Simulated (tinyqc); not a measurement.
Comparisons within one model: inversion layer as a triangular well, valleys of the Si type. A value that a table varies takes the place of the one given here.

Six ellipsoidal valleys with their long axes along the cube axes, mass ml along the axis and mt across it. For a valley whose axis makes the angle theta with the surface normal, 1/m_z = cos^2(theta)/ml + sin^2(theta)/mt sets the confinement; in the plane the masses are m_1 = mt and m_2 = ml mt/m_z, and m_d = sqrt(m_1 m_2).

The field is taken as constant, e F = 4 pi (e^2/4 pi eps0)(Nd + eta Ns)/eps, with 1e12/cm^2 = 1e-4/angstrom^2, and the oxide as a hard wall at z = 0; c = hbar^2/2m0.

Level j of a valley lies at E_j = a_j (c (e F)^2/m_z)^(1/3) above the band edge at the surface, with the Airy zeros a_j = 2.338107, 4.087949, 5.520560, 6.786708, 7.944134, 9.022651, 10.040174, 11.008524, 11.936016, 12.828777, and has <z> = 2 E_j/(3 e F).

Subband i holds n_i = g m_d/(2 pi c) kB T ln(1 + exp((EF - E_i)/kB T)) (spin included), and EF is fixed by sum n_i = Ns over the levels listed or, where none are listed, over j = 0 to 9 of each group; 1e12/cm^2 = 1e-4/angstrom^2.

Constants: hbar^2/2m0 = 3.80998211 eV angstrom^2; e^2/(4 pi eps0) = 14.39964547 eV angstrom; kB = 8.617333262e-05 eV/K.

Inputs chosen for the exercise (near those of Si; not measured data):
```
symbol  value                         unit         meaning
ml      0.899                         m0           longitudinal mass
mt      0.192                         m0           transverse mass
eps     11.9                                       dielectric constant
Nd      0.14                          x 1e12/cm^2  depletion charge
eta     0.5                                        share of Ns in the effective field
face    110                                        surface
T       150                           K            temperature
Nss     (0.8, 1.5, 2.5, 4, 6, 9, 13)  x 1e12/cm^2  sheet densities
Ns      6.1                           x 1e12/cm^2  electron sheet density
Vox     1.36                          eV           barrier of an HfO2-like oxide
mox     0.22                          m0           mass in the oxide
```

## Raising the sheet density

Valleys (masses in m0):
```
valleys g  cos^2(theta)      m_z      m_1      m_2      m_d
4               0.50000  0.31642  0.19200  0.54550  0.32363
2               0.00000  0.19200  0.19200  0.89900  0.41546
```

The field, the ladders and EF anew for each Ns.

Results:
```
Ns (1e12/cm^2)  F (MV/cm)  lowest E (eV)  next - lowest (meV)  EF - lowest (meV)  share of lowest (%)  <z> (angstrom)
0.8                 0.082         0.0470                  8.5              -32.1                 69.9            41.9
1.5                 0.135         0.0656                 11.9              -22.2                 77.1            34.1
2.5                 0.211         0.0883                 16.0              -13.8                 82.4            28.8
4.0                 0.325         0.1177                 21.3               -5.7                 86.8            24.7
6.0                 0.477         0.1520                 27.5                2.0                 90.2            21.6
9.0                 0.706         0.1971                 35.7               10.9                 93.2            18.9
13.0                1.010         0.2503                 45.4               20.5                 95.3            16.7
```

Levels scale as F^(2/3): the field grows by 12.30 and the lowest level by 5.33. The layer thins from 41.9 to 16.7 angstrom. EF passes the lowest edge between 4 and 6 e12/cm^2. The share of the lowest subband rises throughout: the spacing grows faster than the band fills.

## Surface orientation

The same densities on four faces. m_c is the conductivity mass averaged over directions in the plane: 1/m_c = sum n_i (1/m_1 + 1/m_2)/2 / Ns.

Results:
```
face   valleys of lowest  lowest E (eV)  EF (eV)  share of lowest (%)  <z> (angstrom)  m_c (m0)
(100)                  2         0.1084   0.1425                 92.0            15.7     0.198
(110)                  4         0.1536   0.1559                 90.4            21.5     0.287
(111)                  6         0.1639   0.1592                100.0            22.5     0.298
(211)                  2         0.1416   0.1553                 69.0            20.8     0.277
```

The lowest level is deepest on (100), where a valley axis lies closest to the normal, and the lightest conductivity mass is on (100) (0.198 m0, against 0.298 m0 on (111)). EF, counted from the band edge at the surface, is lowest on (100) and spans 17 meV.

## Four estimates of the lowest level

WKB: E = (c/m_z)^(1/3) (3 pi e F/2 x 3/4)^(2/3), <z> = 2E/(3 e F). Fang-Howard: psi = z exp(-b z/2) up to a norm, E = c b^2/(4 m_z) + 3 e F/b at its minimum b^3 = 6 e F m_z/c, <z> = 3/b. Finite barrier: flat height Vox and mass mox for z < 0, finite differences with psi and psi'/m continuous, cells of 0.05 angstrom from -15 to 300 angstrom. The last column is measured against Airy.

Lowest level:
```
method                E (eV)  <z> (angstrom)  E - Airy (meV)
Airy, hard wall       0.1536           21.11             0.0
WKB, hard wall        0.1524           20.94            -1.2
Fang-Howard           0.1626           22.35             9.1
finite oxide barrier  0.1412           18.50           -12.4
```

b = 0.1342 1/angstrom
probability in the oxide = 0.0048

WKB is off by -0.8 % and the variational function by +5.9 %, above the exact value as it must be; both ratios are independent of field and mass. The finite barrier lowers the level by 12.4 meV and brings the charge 2.6 angstrom closer; in energy that is more than the Fang-Howard error (9.1 meV).

## What each parameter does

Field, ladders and EF anew. Each row changes one parameter from the base and keeps the others.

Results:
```
case                   lowest E (eV)  EF (eV)  share of lowest (%)  <z> (angstrom)
base                          0.1536   0.1559                 90.4           21.48
Ns = 12.2 x 1e12/cm^2         0.2402   0.2589                 95.0           17.03
Nd = 0.28 x 1e12/cm^2         0.1580   0.1605                 90.9           21.15
T = 110 K                     0.1536   0.1605                 94.4           21.32
ml = 0.989 m0                 0.1527   0.1545                 90.9           21.35
mt = 0.173 m0                 0.1581   0.1618                 91.2           22.08
eps = 10.7                    0.1648   0.1674                 91.6           20.68
```

The largest shifts from the base row, up to three for each result and ties (the steps differ in size, so this ranks the rows, not the parameters). lowest E (eV): Ns +0.0866, eps +0.0113, mt +0.0045, Nd +0.0045; unchanged at the printed digits by T. EF (eV): Ns +0.1030, eps +0.0115, mt +0.0058. share of lowest (%): Ns +4.6, T +4.0, eps +1.2. <z> (angstrom): Ns -4.45, eps -0.79, mt +0.61.

(tinyqc, `OMP_NUM_THREADS=1 python tinyqc.py 1281955 1281956 out.jsonl`, Intel(R) Xeon(R) Processor @ 2.30GHz, 1 thread, shared host, about 0.02 s.)
